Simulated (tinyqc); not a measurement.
MOSFET in the linear regime without short-channel effects, parameter extraction from computed curves: two steps of the calculation.

Inversion charge Q = Cox n Vt W0(exp((Vg - VT)/(n Vt))), W0 the Lambert function and n = nf; u = Q/Cox; mobility mu = mu0/(1 + th1 u + th2 u^2); channel resistance Rch = (L - dL)/(W mu Q); Id = Vd/(Rch + Rsd/W). Cox = eps0 eox/tox. Small Vd, no channel-length or drain effects.

Values chosen for this exercise; channel values of the order met in silicon transistors:

| symbol | value | unit | meaning |
|---|---|---|---|
| T | 300 | K | temperature |
| eox | 9.23 |  | relative permittivity of the gate insulator (close to aluminium oxide) |
| tox | 15 | nm | insulator thickness |
| mu0 | 170 | cm^2/(V s) | low-field mobility |
| th1 | 0.72 | 1/V | first mobility attenuation factor |
| th2 | 0 | 1/V^2 | second mobility attenuation factor |
| VT | 0.28 | V | threshold voltage |
| nf | 1.41 |  | body factor |
| W | 0.5 | um | gate width |
| L | 0.051 | um | drawn gate length |
| dL | 0.002 | um | drawn less effective length |
| Rsd | 570 | ohm um | source plus drain resistance |
| Vd | 0.01 | V | drain voltage |

Constants: q = 1.602176634e-19 C, kB = 1.380649e-23 J/K, Vt = kB T/q, eps0 = 8.8541878128e-14 F/cm where lengths are in cm. Results are converted to the units shown.

Problem 1. Transfer curve. u, mu, Rch and Id as defined.

Vg, point 0 to 10 (V): -0.02  0.13  0.28  0.43  0.58  0.73  0.88  1.03  1.18  1.33  1.48

Find: u; mu; Rch; Id.

Solution 1.

```
point     u (V)  mu (cm^2/(V s))  Rch (ohm)   Id (uA)
0      9.712e-6            170.0    1.090e8  9.178e-5
1      5.856e-4            169.9    1.808e6  0.005528
2       0.02067            167.5    5.194e4    0.1884
3        0.1098            157.5    1.040e4    0.8667
4        0.2325            145.6       5313     1.550
5        0.3659            134.6       3653     2.086
6        0.5042            124.7       2860     2.500
7        0.6453            116.1       2402     2.824
8        0.7880            108.5       2105     3.082
9        0.9319            101.7       1897     3.292
10        1.077            95.77       1745     3.467
```

Problem 2. The Y function. Y_i = Id_i/sqrt(gm_i). For Id = beta Vd x/(1 + th x), x = Vg - VT, Y = sqrt(beta Vd) x whatever th. Slope s from points 6 and 9; VT_Y = Vg - Y/s at point 9; beta = s^2/Vd; mobility beta L/(W Cox) with the drawn L; th* = (beta Vd x/Id - 1)/x at point 9.

```
point  Vg (V)       Id (uA)
0       -0.02  9.1782782e-5
1        0.13  0.0055284870
2        0.28    0.18838356
3        0.43    0.86671217
4        0.58     1.5495735
5        0.73     2.0862360
6        0.88     2.4998867
7        1.03     2.8235745
8        1.18     3.0820332
9        1.33     3.2924281
10       1.48     3.4666597
```

gm, point 1 to 9 (uS): 0.62763925  2.8706123  4.5372998  4.0650795  3.1677106  2.4577950  1.9404885  1.5628453  1.2820882

Give: Y; s; VT_Y; beta; mobility from Y; th*.

Solution 2.

Y, point 1 to 9 (uA^0.5 V^0.5): 0.0069783  0.11119  0.40689  0.76856  1.1722  1.5946  2.0270  2.4654  2.9078
s = 2.9182 uA^0.5 V^-0.5
VT_Y = 0.33356 V
beta = 851.56 uA/V^2
mobility from Y = 159.42 cm^2/(V s)
th* = 1.5828 1/V

The mobility from Y is 9.9 % below mu0 L/(L - dL) = 177 cm^2/(V s), which it should reach in deep inversion when th2 = 0.

Numbers from tinyqc (`OMP_NUM_THREADS=1 python tinyqc.py 2210009 2210010 out.jsonl`; about 0.01 s on one thread of a shared Intel Xeon 2.30GHz).
